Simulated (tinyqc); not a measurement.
# Phonon and roughness prefactors from two fields

Inverse problem. At 300 K and high field 1/mu = E^(1/3)/Ap + E^gs/As, E in MV/cm. Find Ap and As.

Parameters, values chosen for the exercise: exponent of the roughness term gs = 1.

mu at E = 0.41 and 1.18 MV/cm (cm^2/(V s)): 136.88704  80.814349

Solution. Two linear equations in 1/Ap and 1/As.

Ap = 125.0 cm^2/(V s)
As = 301.0 cm^2/(V s)

Program tinyqc, `OMP_NUM_THREADS=1 python tinyqc.py 2510099 2510100 out.jsonl`; Intel Xeon 2.30GHz, shared host, one thread, about 0.01 s.
